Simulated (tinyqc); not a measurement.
Ballistic Schottky-barrier transistor with a one-dimensional channel, WKB contacts: one step of the calculation.

Source Fermi level 0, drain Fermi level -Vd. Far from the contacts Ec = pn - psi, and the gate moves psi one to one; the band edges relax as exp(-x/lam) from pn at the source and pn - Vd at the drain; Ev = Ec - Eg. A carrier of energy w inside the channel band meets at a contact a barrier of height D (the contact edge beyond the channel edge): T = 1 for w >= D, else exp(-S), S = 4 lam sqrt(m/C) [sqrt(D - w) - sqrt(w) arctan sqrt((D - w)/w)], C = hbar^2/(2 m0). The two contacts combine as Ts Td/(Ts + Td - Ts Td).

Question. Transmission of one of the holes. S and T at both contacts for w = w0, and the tunnelling distance lam ln(D/w) at the higher barrier.

Parameters, values chosen for the exercise; channel values close to those of a germanium nanowire:
- mp = 0.15 m0 (hole mass)
- lam = 2 nm (screening length at the contacts)
- w0 = 0.46 eV (energy of one carrier inside the channel band)

Constants: q = 1.602176634e-19 C, hbar = 1.054571817e-34 J s, m0 = 9.1093837015e-31 kg, hbar^2/(2 m0) = 0.0380998212 eV nm^2. Results are converted to the units shown.

D for holes (eV): source 0.28000000, drain 0.98000000

Give: S at the source; S at the drain; combined T; tunnelling distance.

Answer.

S at the source = 0
S at the drain = 2.661
combined T = 0.06986
tunnelling distance = 1.513 nm

Range of the model: No scattering, image-force lowering, channel charge or band-to-band tunnelling; parabolic kappa overstates S deep in the gap.

Computed by the program tinyqc: `OMP_NUM_THREADS=1 python tinyqc.py 2390028 2390029 out.jsonl`, one thread of a shared Intel Xeon 2.30GHz, about 0.07 s for the whole run.
